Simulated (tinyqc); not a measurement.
Debye-Callaway model of lattice thermal conductivity: one step, computed by the program tinyqc. Command: `OMP_NUM_THREADS=1 python tinyqc.py 3021258 3021259 out.jsonl callaway walk`. One thread of a shared host (Intel(R) Xeon(R) Processor @ 2.30GHz), about 0.01 s of CPU time with the checks.

Three acoustic branches with one velocity v, cut at omega_D = k_B Theta/hbar; x = hbar omega/(k_B T). v and Theta are separate inputs: Theta cuts off the heat-carrying modes, so C need not reach 3 k_B/V. gamma is an effective value that sets the umklapp rate.

Question. The integrand on a coarse grid. Rates: point defects A omega^4; umklapp B omega^2 T exp(-Theta/(b T)) with B = hbar gamma^2/(M v^2 Theta). Boundaries: v/L. x runs in ten equal steps to min(Theta/T, 12); g = x^4 e^x/(e^x - 1)^2; tau_C is the inverse of all rates summed; the last column is c tau_C g with c = (k_B/(2 pi^2 v)) (k_B T/hbar)^3.

Inputs (values chosen for the exercise, for a model crystal):
```
quantity                              value        unit
sound velocity v                      10700         m/s
Debye temperature Theta                1100           K
mean atomic mass M                       77           u
effective Grueneisen parameter gamma   1.76           -
umklapp exponent divisor b              2.5           -
Casimir length L                       4200  micrometre
temperature T                           150           K
```

Sample: crystal. Point defects: vacancies. Normal processes: left out.

Rayleigh coefficient A = 1.749214e-47 s^3

Constants: k_B = 1.380649e-23 J/K; hbar = 1.054571817e-34 J s; u = 1.6605390666e-27 kg.

Give: Integrand.

Answer.

Integrand:
```
x          g  tau_C (s)  c tau_C g (W/(m K))
0.733  0.514  2.711e-08                 6903
1.467  1.804  6.715e-09                 5996
2.200  3.283  2.734e-09                 4443
2.933  4.396  1.365e-09                 2971
3.667  4.866  7.619e-10                 1835
4.400  4.717  4.573e-10                 1068
5.133  4.143  2.895e-10                  594
5.867  3.374  1.911e-10                  319
6.600  2.588  1.306e-10                  167
7.333  1.892  9.187e-11                   86
```

The integrand is largest at the lowest frequency shown, whose long lifetime outweighs its small heat capacity.
